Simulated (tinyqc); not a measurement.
AlGaN/GaN HEMT with access regions, lumped model: one step of the calculation.

A polarisation-induced electron sheet under a Schottky gate, in series with two ungated access regions and contacts. Drift law v = mu E/(1 + mu E/vs) under the gate. Currents in mA/mm, resistances in ohm mm. No self-heating, no channel-length modulation; fits for polarisation, barrier and offset are chosen for the exercise.

Question. Drain current. Access resistance R(L, n) = L/(q mu n sqrt(1 - (I/(q n vs))^2)); Rs = Rc + R(Ls, n0), Rd = Rc + R(Ld, (1 - ft) n0). Vg' = Vg - I Rs, Vd' = Vd - I (Rs + Rd); with u = Vg' - VT, Vc = vs Lg/mu and w the smaller of Vd' and Vc [sqrt(1 + 2 u/Vc) - 1] (0 if negative), the channel gives (mu Cb/Lg)(u w - w^2/2)/(1 + w/Vc). I(new) is that channel current.

Parameters, values chosen for the exercise; values close to those of AlGaN/GaN structures:
```
symbol,value,unit,meaning
mu,1700,cm^2/(V s),channel mobility
vs,1.1e7,cm/s,saturation velocity
Lg,0.25,um,gate length
Ls,1,um,source access length
Ld,1.5,um,drain access length
Rc,0.36,ohm mm,resistance of each contact
ft,0.4,,share of the drain-access electrons removed by traps
Vg,-0.5,V,gate voltage
Vd,4,V,drain voltage
```

Constants: q = 1.602176634e-19 C. Results are converted to the units shown.

I after iteration 1 = 832.04068 mA/mm
VT = -3.6751682 V
Cb = 0.39843845 uF/cm^2
n0 = 9.1396185e12 cm^-2

Wanted: Rs; Rd; Vg'; Vd'; channel current; I after iteration 2.

Answer.

Rs = 0.8291 ohm mm
Rd = 2.334 ohm mm
Vg' = -1.190 V
Vd' = 1.368 V
channel current = 760.8 mA/mm
I after iteration 2 = 760.8 mA/mm

Numbers from tinyqc (`OMP_NUM_THREADS=1 python tinyqc.py 2570074 2570075 out.jsonl`; about 0.04 s on one thread of a shared Intel Xeon 2.30GHz).
